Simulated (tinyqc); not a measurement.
# n-type polysilicon, carrier trapping at grain boundaries, step by step

Computed by the program tinyqc: `OMP_NUM_THREADS=1 python tinyqc.py 2830151 2830152 out.jsonl`, one thread of a shared Intel Xeon 2.30GHz, about 0.01 s for the whole run. Printed values are rounded.

One-dimensional grains of size Lg, uniform ionised doping N, monovalent traps Qt at each boundary at a depth Et below (for electrons) or above (for holes) the band edge there, abrupt depletion of width W on each side of a boundary, Boltzmann statistics. xi is the distance from the band edge at the grain centre to the Fermi level. Trapped charge Qt/(1 + exp((xi + VB - Et)/Vt)) = 2 N W, barrier VB = q N W^2/(2 eps0 eps_r).

Values chosen for this exercise; values of the order met in polycrystalline silicon: temperature T = 350 K; relative permittivity eps_r = 11.7; conduction-band density of states at T NB = 3.53e19 cm^-3; grain size Lg = 19 nm; trap density of a grain boundary Qt = 1.2e12 cm^-2; depth of the trap level from the majority band edge at the boundary Et = 0.43 eV; mass for thermionic emission ms = 0.37 m0; correction factor of the emission rate fe = 1; doping N = 2e17 cm^-3.

Constants: q = 1.602176634e-19 C, kB = 1.380649e-23 J/K, m0 = 9.1093837015e-31 kg, Vt = kB T/q, eps0 = 8.8541878128e-14 F/cm where lengths are in cm. Results are converted to the units shown.

Range of the model: VB is below Vt, where abrupt depletion and thermionic emission are rough.

## Depletion width, Fermi level and barrier

If the trap equation with xi = Vt ln(NB/N) has a root W < Lg/2, the grain is partly depleted; otherwise W = Lg/2 and the trap equation gives xi = Et - VB + Vt ln(Qt/(N Lg) - 1). N* = Qt/Lg.

N* = 6.31579e17 cm^-3
W = 9.5 nm
xi = 0.439240 V
VB = 0.0139580 V
share of traps filled = 0.316667

N is 0.317 N*, and the grain is fully depleted; VB = 0.463 Vt.

## Resistivity and effective mobility

n0 = NB exp(-xi/Vt); mean density n0 (1 - 2 W/Lg) by charge balance in a partly depleted grain, and n0 (sqrt(pi)/2) erf(u)/u with u = sqrt(VB/Vt) in a fully depleted one; v = sqrt(kB T/(2 pi ms m0)); barrier resistivity Vt exp(VB/Vt)/(q fe n0 v Lg); grain resistivity (1 - 2 W/Lg)/(q n0 mug); effective mobility 1/(q mean density total resistivity).

n0 = 1.67110e13 cm^-3
mean density = 1.44549e13 cm^-3
v = 4.77684e6 cm/s
barrier resistivity = 1971.60 ohm cm
grain resistivity = 0.00000 ohm cm
resistivity = 1971.60 ohm cm
effective mobility = 219.005 cm^2/(V s)

The resistivity is 13300 times that of a single crystal with the same N and mobility mug, and the mean density is 0.00723 % of N. The effective mobility exceeds mug only because drift through the depleted grain is left out.
